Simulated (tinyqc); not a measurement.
Frequency dispersion of an accumulation capacitance by border traps, distributed model: two steps of the calculation.

Traps spread evenly through the insulator exchange electrons with the semiconductor by tunnelling, with tau(x) = t0 exp(2 ka x) at depth x from the interface. The admittance per area Y seen at depth x obeys dY/dx = -Y^2/(i w eps0 eox) + q Nb ln(1 + i w tau)/tau, with Y(0) = i w Cs and w = 2 pi f; the gate sees Y(tox) = G + i w C. Working variable y = Y/(i w), in uF/cm^2. Cox = eps0 eox/tox.

Parameters, values chosen for the exercise; permittivity close to that of zirconium oxide: relative permittivity of the insulator eox = 21.9; insulator thickness tox = 5.2 nm; semiconductor capacitance in accumulation Cs = 0.52 uF/cm^2; density of border traps Nb = 1.9e19 cm^-3 eV^-1; decay constant of the wave function in the insulator ka = 5.5 1/nm; time constant of a trap at the interface t0 = 7e-9 s; frequency f = 1e5 Hz; depth down to which the steps are taken xe = 0.95 nm.

Constants: q = 1.602176634e-19 C, eps0 = 8.8541878128e-14 F/cm where lengths are in cm. Results are converted to the units shown.

Question 1. Scales and lumped estimate. Cox; trap-free value 1/(1/Cox + 1/Cs); response depth d = ln(1/(w t0))/(2 ka), where w tau = 1; lumped estimate: all traps within d act as C_bt = q Nb d placed at d/2, so C = 1/{1/[1/(1/Cs + d/(2 eps0 eox)) + C_bt] + (tox - d/2)/(eps0 eox)}.

Find: Cox; trap-free C; d; C_bt; lumped C.

Answer 1.

Cox = 3.729 uF/cm^2
trap-free C = 0.4564 uF/cm^2
d = 0.4933 nm
C_bt = 0.1502 uF/cm^2
lumped C = 0.5697 uF/cm^2

The traps within reach amount to 0.289 Cs and lie in the first 9.49 % of the insulator.

Question 2. Capacitance and conductance at the gate. Beyond xe the traps are ignored, so 1/y(tox) = 1/y(xe) + (tox - xe)/(eps0 eox); C = Re y, G/w = -Im y, loss tangent G/(w C).

y at xe = 0.67787448-0.04125616i uF/cm^2

Find: y at the gate; C; G/w; loss tangent.

Answer 2.

y at the gate = 0.5904-0.0313i uF/cm^2
C = 0.5904 uF/cm^2
G/w = 0.03127 uF/cm^2
loss tangent = 0.05296

Numbers from tinyqc (`OMP_NUM_THREADS=1 python tinyqc.py 2202214 2202215 out.jsonl`; about 0.4 s on one thread of a shared Intel Xeon 2.30GHz).
